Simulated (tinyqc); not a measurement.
# Mean barrier and spread from two temperatures

Problem. For a Gaussian spread of Schottky barriers the apparent height is phi_ap = phi - sg^2/(2 Vt), Vt = kB T/q. Find sg and phi.

Constants: q = 1.602176634e-19 C, kB = 1.380649e-23 J/K. Results are converted to the units shown.

phi_ap(0) at 120 and 350 K (eV): 0.58734450  0.62194669

Solution. phi_ap is linear in 1/(2 Vt) with slope -sg^2 and intercept phi.

sg = 0.03300 eV
phi = 0.6400 eV

Numbers from tinyqc (`OMP_NUM_THREADS=1 python tinyqc.py 2640171 2640172 out.jsonl`; about 0.01 s on one thread of a shared Intel Xeon 2.30GHz).
